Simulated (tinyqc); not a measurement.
What each parameter does: sp3s* tight binding.

sp3s* tight binding, nearest neighbours only: anion (a) at 0, cation (c) at a/4 (1,1,1), orbitals s, px, py, pz, s* on each; k in units of 2 pi/a. With phases e_j = exp(i (pi/2) k.n_j) for n = (1,1,1), (1,-1,-1), (-1,1,-1), (-1,-1,1): g0 = (e1+e2+e3+e4)/4, g1 = (e1+e2-e3-e4)/4, g2 = (e1-e2+e3-e4)/4, g3 = (e1-e2-e3+e4)/4. The diagonal holds the levels Esa, Epa, Exa (s*) and Esc, Epc, Exc. Anion-cation block: <sa|sc> = Vss g0; <sa|xc> = Vsapc g1; <xa|sc> = -Vscpa g1; <xa|xc> = Vxx g0; <xa|yc> = <ya|xc> = Vxy g3, <xa|zc> = <za|xc> = Vxy g2, <ya|zc> = <za|yc> = Vxy g1; <s*a|xc> = Vxapc g1; <xa|s*c> = -Vpaxc g1; y and z take g2 and g3 in place of g1; s-s* and s*-s* vanish.

Inputs chosen for the exercise (near a published set for Si, fitted to gaps, whose masses and valley positions are rough; shifted at random, so the results belong to these values and not to a real crystal): Esa = -4.232 eV (s level of the anion); Epa = 1.723 eV (p level of the anion); Esc = -4.232 eV (s level of the cation); Epc = 1.723 eV (p level of the cation); Exa = 6.64 eV (s* level of the anion); Exc = 6.64 eV (s* level of the cation); Vss = -8.326 eV (s-s); Vxx = 1.727 eV (px-px); Vxy = 4.548 eV (px-py); Vsapc = 5.76 eV (s anion, p cation); Vscpa = 5.76 eV (s cation, p anion); Vxapc = 5.355 eV (s* anion, p cation); Vpaxc = 5.355 eV (p anion, s* cation).

Gaps from the top of the valence band at Gamma; Delta is the minimum on (x,0,0), 0.5 <= x <= 1. A change on one sublattice alone makes the two atoms unequal.

Results for these values:

| case | Ev (eV) | gap Gamma (eV) | gap Delta (eV) | gap L (eV) |
|---|---|---|---|---|
| base | -0.0040 | 3.4540 | 1.1883 | 2.5026 |

What happens to each result for Vss = -8.026 eV, all else kept?

Answer: Ev does not change at the printed digits; gap Gamma does not change at the printed digits; gap Delta rises from 1.1883 to 1.2086; gap L falls from 2.5026 to 2.4155.

The same for each parameter in turn:

| case | Ev (eV) | gap Gamma (eV) | gap Delta (eV) | gap L (eV) |
|---|---|---|---|---|
| base | -0.0040 | 3.4540 | 1.1883 | 2.5026 |
| Vxy = 4.848 eV | -0.0040 | 3.4540 | 1.1883 | 2.4595 |
| Vss = -8.026 eV | -0.0040 | 3.4540 | 1.2086 | 2.4155 |
| Vsapc = 5.46 eV | -0.0040 | 3.4540 | 1.1065 | 2.3563 |
| Epa = 2.023 eV | 0.1395 | 3.4670 | 1.1126 | 2.3635 |
| Epc = 1.423 eV | -0.1605 | 3.4670 | 1.2737 | 2.5748 |
| Vxx = 1.927 eV | -0.2040 | 3.8540 | 1.4250 | 2.6618 |

Vxy and Vsapc cannot move Ev or the gap at Gamma, whose blocks do not hold them; s parameters never move Ev, and move the gap only where the lowest empty level at Gamma is s-like.

tinyqc: `OMP_NUM_THREADS=1 python tinyqc.py 1480727 1480728 out.jsonl`; about 0.1 s, one thread, shared Intel(R) Xeon(R) Processor @ 2.30GHz.
